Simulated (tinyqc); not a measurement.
KAI against NLS in time: switching kinetics of a ferroelectric film and the memory window of a ferroelectric gate stack. Computed by tinyqc, a small Python program. Command: `OMP_NUM_THREADS=1 python tinyqc.py 3008307 3008308 out.jsonl feswitch walk`. One thread of a shared host (Intel(R) Xeon(R) Processor @ 2.30GHz), about 0.01 s of CPU time with the checks.

Fields in MV/cm; 1 microcoulomb/cm^2 over eps_0 is 11.29409 MV/cm. In the stack (metal, ferroelectric, interlayer, channel) the channel is taken as a conductor.

Inputs (values chosen for the exercise, for a model film): dimension n = 3; half width w of log10 t = 0.76.

Method. KAI: 1 - exp[-(t/t1)^n]. NLS: the same kernel averaged over the Lorentzian F = (1/pi) w/[(z - log10 t1)^2 + w^2] in z = log10 tau.

Switched share:
```
log10(t/t1)     KAI      NLS
-3.0         0.0000  0.08147
-2.0         0.0000  0.12118
-1.0         0.0010  0.22455
-0.5         0.0311  0.34564
-0.2         0.2221  0.45278
0.0          0.6321  0.53205
0.2          0.9813  0.60835
0.5          1.0000  0.70313
1.0          1.0000  0.80259
2.0          1.0000  0.88799
3.0          1.0000  0.92284
```

What does the comparison show, and why?

KAI goes from 10 to 90 % within 0.45 decades of time; a Lorentzian of this width needs about 2 w tan(0.4 pi) = 4.7 decades. Three decades after t1, 7.7 % of the NLS film has not switched, and three decades before it 8.1 % already has: the tails set write margins and disturb errors.
